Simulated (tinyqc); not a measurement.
UHF in the sto-6g basis, for BeH+, spin multiplicity 1, step by step. This run ends on a higher stationary point, not on the lowest solution. One step of it, computed by the program tinyqc.

Question. Iteration 3: diagonalisation and new density. Diagonalise F' = X^T F X, C = X C', fill 2 alpha and 2 beta electrons from the bottom; D(s) = C_occ C_occ^T; the new density keeps 0.3 of the old one (damping). Each column has its largest component positive (the first on a tie).

extrapolated F(alpha) (hartree), lower triangle:
```
            1Be 1s     1Be 2s    1Be 2px    1Be 2py    1Be 2pz      2H 1s
1Be 1s   -5.087615
1Be 2s   -1.371413  -0.709401
1Be 2px  -0.000193  -0.022706  -0.129524
1Be 2py  -0.000131  -0.015341  -0.002203  -0.127752
1Be 2pz   0.018887  -0.046644  -0.024478  -0.016538  -0.248299
2H 1s    -0.022705  -0.153963  -0.015331  -0.010358  -0.192158  -0.271393
```

extrapolated F(beta) (hartree), lower triangle:
```
            1Be 1s     1Be 2s    1Be 2px    1Be 2py    1Be 2pz      2H 1s
1Be 1s   -5.087615
1Be 2s   -1.371413  -0.709401
1Be 2px   0.000193   0.022706  -0.129524
1Be 2py   0.000131   0.015341  -0.002203  -0.127752
1Be 2pz   0.018887  -0.046644   0.024478   0.016538  -0.248299
2H 1s    -0.022705  -0.153963   0.015331   0.010358  -0.192158  -0.271393
```

X:
```
                 1          2          3         4          5         6
1Be 1s   -0.718432   0.390972   0.000000  0.000000  -0.340681  0.533853
1Be 2s    0.805945  -0.203789   0.000000  0.000000  -0.190638  0.596266
1Be 2px   0.000000   0.000000  -0.160941  0.986964   0.000000  0.000000
1Be 2py   0.000000   0.000000   0.986964  0.160941   0.000000  0.000000
1Be 2pz   0.229118   0.729509   0.000000  0.000000   0.639849  0.174863
2H 1s    -0.421227  -0.659942   0.000000  0.000000   0.564335  0.325442
```

D(alpha) after iteration 2, lower triangle:
```
            1Be 1s    1Be 2s   1Be 2px   1Be 2py   1Be 2pz     2H 1s
1Be 1s    1.002147
1Be 2s   -0.027622  0.177886
1Be 2px  -0.011757  0.042321  0.011725
1Be 2py  -0.007943  0.028592  0.007922  0.005352
1Be 2pz  -0.063478  0.221265  0.061756  0.041723  0.325372
2H 1s    -0.065718  0.233139  0.058971  0.039841  0.309014  0.346528
```

D(beta) after iteration 2, lower triangle:
```
            1Be 1s     1Be 2s    1Be 2px    1Be 2py   1Be 2pz     2H 1s
1Be 1s    1.002147
1Be 2s   -0.027622   0.177886
1Be 2px   0.011757  -0.042321   0.011725
1Be 2py   0.007943  -0.028592   0.007922   0.005352
1Be 2pz  -0.063478   0.221265  -0.061756  -0.041723  0.325372
2H 1s    -0.065718   0.233139  -0.058971  -0.039841  0.309014  0.346528
```

overlap S, lower triangle:
```
           1Be 1s    1Be 2s   1Be 2px   1Be 2py   1Be 2pz     2H 1s
1Be 1s   1.000000
1Be 2s   0.254764  1.000000
1Be 2px  0.000000  0.000000  1.000000
1Be 2py  0.000000  0.000000  0.000000  1.000000
1Be 2pz  0.000000  0.000000  0.000000  0.000000  1.000000
2H 1s    0.003965  0.107858  0.000000  0.000000  0.154190  1.000000
```

Give: F' = X^T F X; orbital energies; coefficients C; F' = X^T F X; orbital energies; coefficients C; D(alpha) after iteration 3; D(beta) after iteration 3.

Answer.

F' = X^T F X (alpha) (hartree), lower triangle:
```
         1        2        3        4        5        6
1  -1.4553
2   0.9120  -0.6590
3  -0.0088  -0.0016  -0.1271
4  -0.0190  -0.0035  -0.0018  -0.1302
5  -1.0011   0.6451  -0.0101  -0.0218  -1.0763
6   1.6306  -1.0771  -0.0116  -0.0251   1.2300  -2.7073
```

orbital energies (alpha) (hartree): MO1 -5.0890, MO2 -0.4863, MO3 -0.2655, MO4 -0.1292, MO5 -0.1263, MO6 -0.0590

coefficients C (alpha):
```
             MO1      MO2      MO3      MO4      MO5      MO6
1Be 1s    0.9955  -0.1774  -0.2070   0.0026   0.0000   0.0686
1Be 2s    0.0170   0.6517   0.7623  -0.0048   0.0000  -0.2771
1Be 2px   0.0001   0.0929  -0.0155   0.8072  -0.5598   0.1620
1Be 2py   0.0001   0.0627  -0.0104   0.5453   0.8286   0.1094
1Be 2pz  -0.0037   0.4150  -0.5873   0.0830   0.0000  -0.7075
2H 1s    -0.0004   0.5266  -0.3243  -0.2229   0.0000   0.7779
```

F' = X^T F X (beta) (hartree), lower triangle:
```
         1        2        3        4        5        6
1  -1.4553
2   0.9120  -0.6590
3   0.0088   0.0016  -0.1271
4   0.0190   0.0035  -0.0018  -0.1302
5  -1.0011   0.6451   0.0101   0.0218  -1.0763
6   1.6306  -1.0771   0.0116   0.0251   1.2300  -2.7073
```

orbital energies (beta) (hartree): MO1 -5.0890, MO2 -0.4863, MO3 -0.2655, MO4 -0.1292, MO5 -0.1263, MO6 -0.0590

coefficients C (beta):
```
             MO1      MO2      MO3      MO4      MO5      MO6
1Be 1s    0.9955  -0.1774  -0.2070  -0.0026   0.0000   0.0686
1Be 2s    0.0170   0.6517   0.7623   0.0048   0.0000  -0.2771
1Be 2px  -0.0001  -0.0929   0.0155   0.8072  -0.5598  -0.1620
1Be 2py  -0.0001  -0.0627   0.0104   0.5453   0.8286  -0.1094
1Be 2pz  -0.0037   0.4150  -0.5873  -0.0830   0.0000  -0.7075
2H 1s    -0.0004   0.5266  -0.3243   0.2229   0.0000   0.7779
```

D(alpha) after iteration 3, lower triangle:
```
          1Be 1s  1Be 2s  1Be 2px  1Be 2py  1Be 2pz   2H 1s
1Be 1s    1.0164
1Be 2s   -0.0773  0.3509
1Be 2px  -0.0150  0.0551   0.0096
1Be 2py  -0.0101  0.0372   0.0065   0.0044
1Be 2pz  -0.0731  0.2556   0.0455   0.0307   0.2182
2H 1s    -0.0854  0.3102   0.0519   0.0351   0.2457  0.2981
```

D(beta) after iteration 3, lower triangle:
```
          1Be 1s   1Be 2s  1Be 2px  1Be 2py  1Be 2pz   2H 1s
1Be 1s    1.0164
1Be 2s   -0.0773   0.3509
1Be 2px   0.0150  -0.0551   0.0096
1Be 2py   0.0101  -0.0372   0.0065   0.0044
1Be 2pz  -0.0731   0.2556  -0.0455  -0.0307   0.2182
2H 1s    -0.0854   0.3102  -0.0519  -0.0351   0.2457  0.2981
```
